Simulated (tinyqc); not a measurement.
MOS capacitor on a p-type substrate, surface potential from the exact charge relation: two steps of the calculation.

Uniform p-type substrate, Boltzmann statistics, full ionisation, classical densities. psi is the surface potential against the body (positive when the bands bend down) and u = psi/Vt. Traps are spread evenly over the gap and neutral at flat band, so their charge is -q Dit psi; the minority quasi-Fermi level is shifted by Vb.

Parameters, values chosen for the exercise; band and dielectric values close to those of silicon:

| symbol | value | unit | meaning |
|---|---|---|---|
| T | 273 | K | temperature |
| Eg | 1.11 | eV | band gap |
| eps_r | 11.5 |  | relative permittivity |
| Nc | 2.39e19 | cm^-3 | conduction-band density of states at T |
| Nv | 2.32e19 | cm^-3 | valence-band density of states at T |
| chi | 4.05 | eV | electron affinity |
| N | 3.1e15 | cm^-3 | acceptor density of the substrate |
| eox | 25.2 |  | relative permittivity of the gate insulator (close to zirconium oxide) |
| tox | 63 | nm | insulator thickness |
| phiM | 4.54 | eV | gate work function |
| Nf | 0 | cm^-2 | fixed charge at the interface, in units of q |
| Dit | 0 | cm^-2 eV^-1 | density of interface traps |
| Vb | 0 | V | reverse bias of the inversion layer against the body |
| Vg | 1.95 | V | gate voltage against the body |

Constants: q = 1.602176634e-19 C, kB = 1.380649e-23 J/K, Vt = kB T/q, eps0 = 8.8541878128e-14 F/cm where lengths are in cm. Results are converted to the units shown.

Problem 1. Flat band, threshold and scales. ni = sqrt(Nc Nv) exp(-Eg/(2 Vt)), Eg in volts; phiF = Vt ln(N/ni); Cox = eps0 eox/tox; Vfb = phiM - chi - (Eg - Vt ln(Nv/N)) - q Nf/Cox; Q0 = sqrt(2 eps0 eps_r q N Vt); r = (ni/N)^2 exp(-Vb/Vt); VT = Vfb + [(2 phiF + Vb)(1 + q Dit/Cox) + sqrt(2 eps0 eps_r q N (2 phiF + Vb))/Cox].

Wanted: ni; phiF; Cox; Vfb; Q0; r; VT.

Solution 1.

ni = 1.3373e9 cm^-3
phiF = 0.34479 V
Cox = 0.35417 uF/cm^2
Vfb = -0.41014 V
Q0 = 4.8780 nC/cm^2
r = 1.8610e-13
VT = 0.35401 V

Problem 2. Newton step for the surface potential. u = psi/Vt; F^2 = exp(-u) + u - 1 + r (exp(u) - u - 1); Qs = -sign(u) Q0 F; Cs = -dQs/dpsi = (Q0/Vt) |1 - exp(-u) + r (exp(u) - 1)|/(2 F). f = Vfb + psi + (q Dit psi - Qs)/Cox - Vg, f' = 1 + (Cs + q Dit)/Cox, psi(new) = psi - f/f'.

psi after iteration 2 = 1.7604738 V
Cox = 0.35416751 uF/cm^2
Vfb = -0.41014226 V
Q0 = 4.8780034 nC/cm^2
r = 1.8610442e-13

Find: u; F; Qs; Cs; f; f'; psi after iteration 3.

Solution 2.

u = 74.83
F = 7.668e9
Qs = -3.741e10 nC/cm^2
Cs = 7.950e8 uF/cm^2
f = 1.056e8 V
f' = 2.245e9
psi after iteration 3 = 1.713 V

This iterate lies far beyond the solution, so its charge is not a physical one.

Computed by the program tinyqc: `OMP_NUM_THREADS=1 python tinyqc.py 2060076 2060077 out.jsonl`, one thread of a shared Intel Xeon 2.30GHz, about 0.01 s for the whole run.
